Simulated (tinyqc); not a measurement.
# Inverter chain driving a load

N inverters, each f = Hc^(1/N) times larger than the one before: delay tau N (f + pp). Switched capacitance in units of the first input, with output capacitance pp times the input: Hc + (1 + pp)(Hc - 1)/(f - 1).

Parameters, values chosen for the exercise:
- Hc = 73 (load over the input capacitance of the chain)
- pp = 0.6 (parasitic delay of an inverter)
- tau = 6.5 ps (delay unit)

Inverter chain driving a load:
```
N       f  delay (ps)  switched capacitance
1  73.000      478.40                74.600
2  8.5440      118.87                88.270
3  4.1793      93.197                109.23
4  2.9230      91.598                132.91
5  2.3587      96.156                157.79
6  2.0443      103.13                183.31
7  1.8458      111.28                209.20
8  1.7097      120.10                235.33
```

The delay goes from 478 through a minimum of 91.6 (at N = 4 among the rows listed) to 120 ps. The best stage effort solves pp + rho (1 - ln rho) = 0, rho = 3.27, which gives N = ln Hc/ln rho = 3.62. One stage fewer than the best costs 1.7 % in delay and saves 18 % of the switched capacitance.

Computed by the program tinyqc: `OMP_NUM_THREADS=1 python tinyqc.py 2082075 2082076 out.jsonl`, one thread of a shared Intel Xeon 2.30GHz, about 0.01 s for the whole run.
